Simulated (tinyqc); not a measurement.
Carrier lifetime of an n-type layer with SRH, radiative, Auger and surface recombination: one step of the calculation.

Uniform excess density dn = dp (no trapping), n = n0 + dn, p = p0 + dn, Boltzmann statistics, full ionisation. Surfaces enter as a rate 2 S dn/d, which holds while diffusion to them is fast.

Task. Lifetime, shares and quasi-Fermi splitting. With e = n p - ni^2 = dn (n0 + p0 + dn): U_SRH = e/(tp0 (n + n1) + tn0 (p + p1)), U_rad = B e, U_Aug = (Cn n + Cp p) e, U_s = 2 S dn/d. tau = dn/U, shares of U, splitting Vt ln(n p/ni^2), radiative efficiency U_rad/U.

Inputs (values chosen for the exercise); band and dielectric values close to those of silicon:
```
symbol,value,unit,meaning
T,300,K,temperature
B,4.77e-15,cm^3/s,radiative coefficient
Cn,2.9e-31,cm^6/s,Auger coefficient (two electrons)
Cp,2.7e-31,cm^6/s,Auger coefficient (two holes)
S,700,cm/s,surface recombination velocity (both faces)
d,100,um,sample thickness
```

Constants: q = 1.602176634e-19 C, kB = 1.380649e-23 J/K, Vt = kB T/q. Results are converted to the units shown.

converged dn = 1.6964808e14 cm^-3
ni = 1.0635186e10 cm^-3
n0 = 9.5e17 cm^-3
p0 = 119.06019 cm^-3
n1 = 1.5319552e7 cm^-3
p1 = 7.3831911e12 cm^-3
tn0 = 3.7878788e-6 s
tp0 = 0.0030303030 s

Wanted: tau; shares; quasi-Fermi splitting.

Result.

tau = 2.459e-6 s
shares (%): SRH 0.08, radiative 1.11, Auger 64.38, surface 34.42
quasi-Fermi splitting = 0.7235 V

Auger recombination takes the largest share. dn is 1.8e-4 times the doping: low injection.

Range of the model: S d exceeds 2.5 cm^2/s, comparable with a diffusion coefficient, so 2 S/d overstates the surface loss.

Numbers from tinyqc (`OMP_NUM_THREADS=1 python tinyqc.py 2300126 2300127 out.jsonl`; about 0.01 s on one thread of a shared Intel Xeon 2.30GHz).
